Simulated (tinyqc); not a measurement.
# Read current of a NAND string, cells in series solved by shooting, step by step

tinyqc, about 0.9 s, one thread, Intel Xeon 2.30GHz (shared host): `OMP_NUM_THREADS=1 python tinyqc.py 2142066 2142067 out.jsonl` Printed values are rounded.

Cells in series, numbered from 0 at the source line (0 V) to the bit line, each followed by a gap resistance Rg. A cell with gate Vg, threshold VT, source Vs and drain Vd passes I = 2 nf K Vt^2 [F(Vs) - F(Vd)]/(1 + th max(Vg - VT, 0)), F(V) = ln^2(1 + exp((Vg - VT - nf V)/(2 nf Vt))). The selected cell has Vg = Vr, the others Vg = Vp.

Parameters, values chosen for the exercise; values of the order met in vertical NAND strings: temperature T = 300 K; gain factor of a cell K = 14 uA/V^2; slope factor nf = 1.3; mobility reduction factor th = 0.18 1/V; resistance of the gap between cells Rg = 2.2 kohm; bit-line voltage Vbl = 0.3 V; pass voltage Vp = 5.8 V; read voltage on the selected word line Vr = 3.54 V.

Constants: q = 1.602176634e-19 C, kB = 1.380649e-23 J/K, Vt = kB T/q. Results are converted to the units shown.

## Step 1: node voltages for a trial current

first trial current = 0.79 uA
thresholds from the source end, cell 0 to 3 (V): -1.8  2.6  4.3  -1.8

For a trial current I start at 0 V and, cell by cell (the selected one is cell 1), solve for the drain: sqrt(F(Vd)) = sqrt(F(Vs) - I/k), k = 2 nf K Vt^2/(1 + th max(Vg - VT, 0)), Vd = [Vg - VT - 2 nf Vt ln(exp(sqrt F) - 1)]/nf, then add I Rg.

node voltage after each cell and gap, trial 1, cell 0 to 3 (V): 0.0193465  0.0973324  0.152604  0.172424

## Step 2: node voltages for a trial current

second trial current = 1.2 uA

As before.

node voltage after each cell and gap, trial 2, cell 0 to 3 (V): 0.0294080  0.153882  0.244096  0.274676

## Course of the secant iteration

Secant steps on the end voltage less Vbl, from the two trials; a trial above the saturation current of a cell has no solution and is moved halfway to the previous trial. Stop below 1e-9 V.

Course of the iteration:
```
iteration   I (uA)  end voltage - Vbl (V)  halvings
1          1.30154                1.86e-3         0
2          1.29461               -2.71e-5         0
3          1.29471               -2.91e-8         0
4          1.29471               4.56e-13         0
```

Converged in 4 iterations to I = 1.2947 uA. The selected cell takes 44.4 % of the bit-line voltage and the gaps together 3.80 %.
